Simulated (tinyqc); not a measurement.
Formation energy of a charged point defect from supercell energies: one step, computed by the program tinyqc.

The host is a compound AB. Making the defect adds n_A = 0, n_B = -1, n_X = 1 atoms to the cell. All total energies are inputs. E_F is counted from the valence-band maximum (VBM); x = 0 is A-rich and x = 1 B-rich growth.

Problem. Transition levels and the lower envelope. eps(q/q') = [E_f(q', 0) - E_f(q, 0)]/(q - q'). U of state q is eps(q/q-1) - eps(q+1/q). The stable state at each E_F is the lowest line E_f(q, 0) + q E_F.

Inputs (values chosen for the exercise, for a model compound AB): gap E_g = 3.16 eV; dielectric constant eps = 7.43; cell length L = 12.6 angstrom.

Defect: impurity X on a B site. Supercell lattice: bcc.

charge states q: 2  1  0

E_f(q, 0) (eV): (q=+2) 2.213965, (q=+1) 3.362941, (q=0) 3.787200

Give: One-electron levels above the VBM (eV); Stable states.

Solution.

One-electron levels above the VBM (eV):

| level | energy | U of the state between this level and the next |
|---|---|---|
| (+2/+1) | 1.1490 | -0.72472 |
| (+1/0) | 0.4243 | - |

Stable states:

| q | from E_F (eV) | to E_F (eV) |
|---|---|---|
| +2 | 0.00000 | 0.7866 |
| 0 | 0.78662 | 3.1600 |

Stable in the gap, from the VBM up: +2, 0. State +1 is never the lowest: its U is negative, so two such centres gain by exchanging an electron. Caution: the largest image-charge correction in these energies, q^2 alpha e^2/(8 pi eps_0 eps L) with alpha = 2.888462, exceeds a quarter of the gap; the point-charge term alone is then a rough estimate, usually too large for a charge that is spread out.
